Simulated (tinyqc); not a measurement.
Choosing the offset: vacuum evaporation: vapour pressure, source flux, thickness distribution, purity and step coverage. Computed by tinyqc, a small Python program. Command: `OMP_NUM_THREADS=1 python tinyqc.py 3114169 3114170 out.jsonl evap walk`. One thread of a shared host (Intel(R) Xeon(R) Processor @ 2.30GHz), about 0.01 s of CPU time with the checks.

Molecular flow, unit sticking of the metal, no re-evaporation. The background gas is taken as water vapour (18.015 g/mol, collision diameter 0.37 nm) at 300 K.

Inputs (values chosen for the exercise, modelled on titanium, with constants for the liquid): directionality n = 3; source-to-wafer distance h = 47 cm; wafer radius R = 7.5 cm.

Method. Rotating wafer, source offset by s and facing upwards: thickness at radius r is the mean over the angle a of (1 + (r^2 + s^2 - 2 r s cos a)/h^2)^(-(n + 3)/2), by 360 equal steps; non-uniformity (max - min)/(max + min) over 21 radii from 0 to R. The curvature at the centre vanishes at s/h = sqrt(2/(n + 3)).

Against the offset:

| s/h | centre thickness | edge over centre | non-uniformity (%) |
|---|---|---|---|
| 0.0 | 1.0000 | 0.9273 | 3.7700 |
| 0.2 | 0.8890 | 0.9401 | 3.0884 |
| 0.4 | 0.6407 | 0.9703 | 1.5099 |
| 0.5 | 0.5120 | 0.9868 | 0.6631 |
| 0.6 | 0.3975 | 1.0021 | 0.1037 |
| 0.7 | 0.3023 | 1.0150 | 0.7449 |
| 0.8 | 0.2267 | 1.0252 | 1.2457 |
| 0.9 | 0.1686 | 1.0328 | 1.6121 |
| 1.1 | 0.0926 | 1.0411 | 2.0155 |

What does the comparison show, and why?

The best row, s/h = 0.6, has 0.10 % against 3.8 % on the axis, at the price of a rate lower by a factor 2.52; the small-wafer optimum is sqrt(2/(n + 3)) = 0.58.

Extremes, crossings and ranges named in words are read from the listed rows.
